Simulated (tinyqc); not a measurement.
Elastic trap-assisted tunnelling through a dielectric: one step of the calculation.

Emitter at x = 0 (Fermi level 0), collector at x = t (Fermi level -V), band edge U(x) = phi - F x, F = V/t. A trap at x has the energy E = U(x) - Et. With G(u) = (4/(3 F)) sqrt(mo/C) max(u, 0)^1.5, C = hbar^2/(2 m0): S1 = G(phi - E) - G(Et), S2 = G(Et) - G(phi - V - E), T1,2 = exp(-S1,2). The steady rate through one trap is nu T1 T2 (f1 - f2)/(T1 + T2), f1 = f(E), f2 = f(E + V), f(y) = 1/(1 + exp(y/Vt)); both contacts offer states at E.

Problem. Rate through a trap near the best position. n equally spaced x from xa to xb, where nearly all of the current flows; J = q Nt times the integral of the rate, by Simpson's rule.

Values chosen for this exercise; dielectric values close to those of silicon dioxide:
- T = 300 K (temperature)
- phi = 3.09 eV (barrier above the emitter Fermi level)
- mo = 0.5 m0 (tunnelling mass)
- t = 5.9 nm (thickness)
- Et = 2.84 eV (trap depth below the band edge of the dielectric)
- Nt = 9.6e18 cm^-3 (trap density)
- nu = 1e14 1/s (attempt frequency)
- n = 13 (points of the grid)
- V = 1.82 V (voltage)
- xa = 2.2 nm (left end of the grid)
- xb = 3.18 nm (right end of the grid)

Constants: q = 1.602176634e-19 C, kB = 1.380649e-23 J/K, hbar = 1.054571817e-34 J s, m0 = 9.1093837015e-31 kg, Vt = kB T/q, hbar^2/(2 m0) = 0.0380998212 eV nm^2. Results are converted to the units shown.

Give: x; E; S1; S2; f1 - f2; rate; J.

Solution.

```
point  x (nm)   E (eV)     S1     S2  f1 - f2  rate (1/s)
0       2.200  -0.4286  28.41  40.28    1.000    3.225e-4
1       2.282  -0.4538  29.52  39.50    1.000    6.992e-4
2       2.363  -0.4790  30.64  38.72    1.000    0.001524
3       2.445  -0.5042  31.76  37.94    1.000    0.003337
4       2.527  -0.5294  32.88  37.15    1.000    0.007274
5       2.608  -0.5546  34.01  36.35    1.000     0.01492
6       2.690  -0.5798  35.14  35.55    1.000     0.02192
7       2.772  -0.6050  36.27  34.74    1.000     0.01451
8       2.853  -0.6302  37.41  33.93    1.000    0.005479
9       2.935  -0.6554  38.56  33.11    1.000    0.001792
10      3.017  -0.6806  39.70  32.28    1.000    5.713e-4
11      3.098  -0.7058  40.85  31.46    1.000    1.808e-4
12      3.180  -0.7309  42.01  30.62    1.000    5.700e-5
```

J = 9.031e-10 A/cm^2

Range of the model: Phonon-assisted (inelastic) capture, chains of traps and a spread of trap depths are left out.

Program tinyqc, `OMP_NUM_THREADS=1 python tinyqc.py 2370039 2370040 out.jsonl`; Intel Xeon 2.30GHz, shared host, one thread, about 0.04 s.
